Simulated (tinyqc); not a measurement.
Mobility and doping from two currents.

Question. A trap-free film with injecting contacts is fitted, with diffusion neglected, by J = q mu N V/Lf + (9/8) eps0 eps_r mu V^2/Lf^3. Find mu, N and the voltage at which both terms are equal.

Parameters, values chosen for the exercise:
```
symbol  value  unit                meaning
eps_r    11.8        relative permittivity
Lf        260    nm         film thickness
```

Constants: q = 1.602176634e-19 C, eps0 = 8.8541878128e-14 F/cm where lengths are in cm. Results are converted to the units shown.

J at 3.7 and 9 V (A/cm^2): [2.8510806, 12.038954]

Solution. J/V is a straight line in V: the slope gives mu and the intercept mu N.

mu = 0.00160 cm^2/(V s)
N = 3.80e16 cm^-3
crossover voltage = 3.50 V

Computed by the program tinyqc: `OMP_NUM_THREADS=1 python tinyqc.py 2730126 2730127 out.jsonl`, one thread of a shared Intel Xeon 2.30GHz, about 0.1 s for the whole run.
